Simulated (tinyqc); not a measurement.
# MOSFET in saturation, small-signal circuit and noise: several studies

Bias by the inversion coefficient IC = I/Ispec (charge-based model with velocity saturation; weak inversion below 0.1, strong above 10). Common-source circuit: gm, gds, Cgs, Cgd and Cj at the inner nodes, Rg in series with the gate; quasi-static, no source or drain resistance, no gate-body capacitance, no substrate network, no induced gate noise, so fmax is an upper estimate.

Inputs (values chosen for the exercise):
- T = 300 K (temperature)
- L = 65 nm (gate length)
- W = 20 um (total gate width)
- Cox = 1.95 uF/cm^2 (gate capacitance)
- mu = 130 cm^2/(V s) (mobility)
- n = 1.39 (slope factor)
- Ls = 10 nm (velocity-saturation length)
- sg = 0.063 (ratio gds/gm)
- Cov = 0.38 fF/um (overlap and fringe capacitance per side)
- Cj = 0.68 fF/um (drain junction capacitance)
- Rsh = 8 ohm (sheet resistance of the gate)
- Wf = 2 um (finger width)
- Rc = 50 ohm um (gate contact and vertical resistance)
- IC = 19 (inversion coefficient)
- gw = 0.04 (short-channel excess of the noise factor)
- Nt = 8.8e17 cm^-3 eV^-1 (oxide trap density)
- lt = 0.1 nm (tunnelling length into the oxide)
- ac = 10000 V s/C (Coulomb scattering coefficient)

Constants: q = 1.602176634e-19 C, kB = 1.380649e-23 J/K, Vt = kB T/q. Results are converted to the units shown.

Each table varies one quantity; the others keep the values above.

## Effect of the finger width on speed and noise

Ispec = 2 n mu Cox (W/L) Vt^2, lc = Ls/L, gms = [sqrt((lc IC + 1)^2 + 4 IC) - 1]/[2 + lc (lc IC + 1)], gm = gms Ispec/(n Vt), gds = sg gm. qs = [sqrt(1 + 4 IC) - 1]/2, Cgs = Cox W L qs (2 qs + 3)/(3 (qs + 1)^2) + Cov W, Cgd = Cov W, Cd = Cj W, Rg = Rsh (Wf/L)/(12 Nf) + Rc/W with Nf = W/Wf fingers (not rounded) contacted at both ends. fT = gm/(2 pi (Cgs + Cgd)), fmax = fT/(2 sqrt(Rg (gds + 2 pi fT Cgd))). Channel noise Sid = 4 kB T gam n gm with gam = (1/2 + (2/3) qs)/(1 + qs) + gw lc IC, qs = [sqrt(1 + 4 IC) - 1]/2, lc = Ls/L (the last term an empirical rise with velocity saturation); at the gate, white noise Sw = Sid/gm^2 + 4 kB T Rg. Number fluctuation with correlated mobility: S(f) = K/f, K = q^2 Vt lt Nt/(W L Cox^2) (1 + ac mu Cox I/gm)^2, Vt in eV with Nt per eV. Corner fc = K/Sw. IC is held fixed.

The same in every row: I (uA) = 2753; fT (GHz) = 70.30.

Result of one run:
```
Wf (um)  Rg (ohm)  fmax (GHz)  sqrt(Sw) (nV/Hz^0.5)  fc (MHz)
0.25        2.532       341.2                 1.159     204.9
```

What becomes of these results when the finger width Wf is changed from 0.25 to 1 um, all else the same?

Result of the changed run:
```
Wf (um)  Rg (ohm)  fmax (GHz)  sqrt(Sw) (nV/Hz^0.5)  fc (MHz)
1           3.013       312.8                 1.163     203.6
```

The whole series:
```
Wf (um)  Rg (ohm)  fmax (GHz)  sqrt(Sw) (nV/Hz^0.5)  fc (MHz)
0.25        2.532       341.2                 1.159     204.9
0.5         2.628       334.9                 1.160     204.6
1           3.013       312.8                 1.163     203.6
2           4.551       254.5                 1.174     199.9
4           10.71       165.9                 1.216     186.1
8           35.32       91.35                 1.374     145.9
```

As Wf goes from 0.25 to 8 um, fT stays at 70.3 GHz, fmax falls from 341 to 91.3 GHz, the white noise rises from 1.16 to 1.37 nV/Hz^0.5 and the corner falls from 205 to 146 MHz. The finger width leaves fT alone and acts through Rg, whose sheet part goes as Wf^2. For Wf = 0.25 to 1 um fmax exceeds 4 fT, where channel resistance and substrate losses, left out here, would cap it.

## Integrated noise against bandwidth

Same model as above.

Corner fc = K/Sw. Mean square from f1 = 100 Hz to B: Sw (B - f1) + K ln(B/f1).

Integrated noise against bandwidth:
```
B (Hz)  spot noise at B (nV/Hz^0.5)  white part (uV rms)  1/f part (uV rms)  total (uV rms)
1000                          524.7              0.03521              25.18           25.18
10000                         165.9               0.1168              35.60           35.60
1e5                           52.48               0.3709              43.61           43.61
1e6                           16.63                1.173              50.35           50.36
1e7                           5.376                3.711              56.29           56.42
1e8                           2.032                11.74              61.67           62.77
1e9                           1.285                37.11              66.61           76.25
```

The 1/f part adds the same power, K ln 10, in each decade and grows only from 25.2 to 66.6 uV; the white part grows as sqrt(B). The corner of the spot noise is fc = 2.00e8 Hz.

## Effect of the overlap and fringe capacitance per side on speed and noise

Same model as above.

Corner fc = K/Sw. IC is held fixed.

The same in every row: I (uA) = 2753; Rg (ohm) = 4.551; sqrt(Sw) (nV/Hz^0.5) = 1.174; fc (MHz) = 199.9.

Effect of the overlap and fringe capacitance per side on speed and noise:
```
Cov (fF/um)  fT (GHz)  fmax (GHz)
0.05            125.5       729.8
0.15            101.4       453.4
0.25            85.03       336.5
0.35            73.23       269.5
0.45            64.30       225.4
0.55            57.32       194.0
0.65            51.70       170.4
```

As Cov goes from 0.05 to 0.65 fF/um, fT falls from 125 to 51.7 GHz, fmax falls from 730 to 170 GHz, the white noise stays at 1.17 nV/Hz^0.5 and the corner stays at 200 MHz. For Cov = 0.05 to 0.15 fF/um fmax exceeds 4 fT, where channel resistance and substrate losses, left out here, would cap it.

Computed by the program tinyqc: `OMP_NUM_THREADS=1 python tinyqc.py 2150120 2150121 out.jsonl`, one thread of a shared Intel Xeon 2.30GHz, about 0.01 s for the whole run.
